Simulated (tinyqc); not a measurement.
## Offset from the accumulated charge

Inverse problem. Layer 1 (x < 0) accumulates electrons and layer 2 (x > 0) is depleted. Boltzmann statistics. Sheet densities from the first integral: Q1 = sqrt((2 eps0 eps_r Vt N1/q)(exp(u1) - u1 - 1)) extra electrons, Q2 = sqrt((2 eps0 eps_r Vt N2/q)(exp(-u2) + u2 - 1)) missing ones, u = V/Vt; neutrality Q1 = Q2 + si. V1 + V2 = dE + Vt ln[(N2/Nc2)/(N1/Nc1)]. Find V1, V2 and dE.

Parameters, values chosen for the exercise; values of the order of III-V alloys:
```
symbol   value   unit                                      meaning
T          200      K                                  temperature
eps_r       12                relative permittivity of both layers
Nc1     2.4e17  cm^-3  density of states of the narrow-gap layer 1
Nc2     7.8e17  cm^-3    density of states of the wide-gap layer 2
N1      6.5e15  cm^-3                     donor density in layer 1
N2      1.1e16  cm^-3                     donor density in layer 2
si           0  cm^-2                fixed charge at the interface
```

Constants: q = 1.602176634e-19 C, kB = 1.380649e-23 J/K, Vt = kB T/q, eps0 = 8.8541878128e-14 F/cm where lengths are in cm. Results are converted to the units shown.

Q1 = 1.6140239e11 cm^-2

Answer. Each sheet density rises steadily with its bending, so Q1 fixes V1 and Q2 = Q1 - si fixes V2.

V1 = 0.05296 V
V2 = 0.1958 V
dE = 0.2600 eV

Computed by the program tinyqc: `OMP_NUM_THREADS=1 python tinyqc.py 2410020 2410021 out.jsonl`, one thread of a shared Intel Xeon 2.30GHz, about 0.07 s for the whole run.
